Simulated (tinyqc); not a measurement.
# An infinitely deep well in a field (quantum-confined Stark shift), Airy functions: two studies

Hard walls at x = -L/2 and +L/2; between them U(x) = -F x (eV, zero at the centre). C = hbar^2/(2 m0), e = (C F^2/m1)^(1/3), z1 = (F L/2 - E)/e at the left wall and z2 = (-F L/2 - E)/e at the right wall. Levels are the roots of D(E) = Ai(z1) Bi(z2) - Ai(z2) Bi(z1).

Values chosen for this exercise: mass m1 = 0.039 m0; well width L = 13 nm; field F = 0.016 V/nm.

Constants: q = 1.602176634e-19 C, hbar = 1.054571817e-34 J s, m0 = 9.1093837015e-31 kg, hbar^2/(2 m0) = 0.0380998212 eV nm^2. Results are converted to the units shown.

Each table varies one quantity; the others keep the values above.

## The Stark shift against well width

Exact shifts E_n(F) - E_n(0) from the roots of D; <x> = -dE_1/dF. E_n(0) = C (n pi/L)^2/m1; second-order shift m1 F^2 L^4 (1 - 15/(pi n)^2)/(48 C pi^2 n^2).

The Stark shift against well width:
```
L (nm),F L/E_1(0),shift of level 1 (meV),"second order, 1 (meV)",shift of level 2 (meV),"second order, 2 (meV)",<x> of level 1 (nm)
6.2,0.3955,-0.4247,-0.4249,0.1266,0.1267,0.05308
7.8,0.7875,-1.063,-1.064,0.3161,0.3174,0.1327
9.5,1.423,-2.333,-2.342,0.6894,0.6984,0.2904
11.1,2.270,-4.322,-4.365,1.260,1.302,0.5349
12.8,3.480,-7.544,-7.718,2.133,2.302,0.9224
14.4,4.955,-11.83,-12.36,3.169,3.687,1.418
16.1,6.925,-17.82,-19.32,4.323,5.761,2.072
17.7,9.202,-24.79,-28.22,5.151,8.416,2.777
```

What does the table show?

The shift of level 1 falls from -0.425 to -24.8 meV, as L^(4.00) between the first two rows and L^(3.48) between the last two (second order: power 4). Second order is 0.031 % above it in size in the first row and 14 % above it in the last. The shift of level 2 rises from 0.127 to 5.15 meV.

## The Stark shift against mass

Same model as above.

Results:
```
m1 (m0),F L/E_1(0),shift of level 1 (meV),"second order, 1 (meV)",shift of level 2 (meV),"second order, 2 (meV)",<x> of level 1 (nm)
0.015,1.402,-3.146,-3.159,0.9302,0.9419,0.3918
0.026,2.431,-5.413,-5.475,1.573,1.633,0.6691
0.035,3.272,-7.222,-7.370,2.055,2.198,0.8851
0.046,4.300,-9.361,-9.686,2.575,2.888,1.133
0.062,5.796,-12.31,-13.06,3.173,3.893,1.457
0.082,7.666,-15.68,-17.27,3.636,5.149,1.802
0.11,10.28,-19.85,-23.16,3.771,6.907,2.186
```

Estimate the missing row, m1 = 0.02 m0.

Computed row:
```
m1 (m0),F L/E_1(0),shift of level 1 (meV),"second order, 1 (meV)",shift of level 2 (meV),"second order, 2 (meV)",<x> of level 1 (nm)
0.02,1.870,-4.183,-4.211,1.228,1.256,0.5194
```

With this row back in the table: The shift of level 1 falls from -3.15 to -19.8 meV, as m1^(0.99) between the first two rows and m1^(0.80) between the last two (second order: power 1). Second order is 0.39 % above it in size in the first row and 17 % above it in the last. The shift of level 2 rises from 0.930 to 3.77 meV.

Program tinyqc, `OMP_NUM_THREADS=1 python tinyqc.py 2580033 2580034 out.jsonl`; Intel Xeon 2.30GHz, shared host, one thread, about 0.02 s.
